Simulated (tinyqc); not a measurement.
# Off-state parameters from two currents

Question. Well above V0 the off-state current of a threshold switch is I = Ith exp((V - Vth)/V0). Find V0, Ith and the slope V0 ln 10.

Parameters, values chosen for the exercise:
```
symbol,value,unit,meaning
Vth,3.1,V,threshold voltage
```

I at 1.55 and 2.33 V (nA): [0.48706335, 11.030222]

Answer. ln I is linear in V.

V0 = 0.250 V
Ith = 0.240 uA
slope = 576 mV/decade

Program tinyqc, `OMP_NUM_THREADS=1 python tinyqc.py 2490064 2490065 out.jsonl`; Intel Xeon 2.30GHz, shared host, one thread, about 0.01 s.
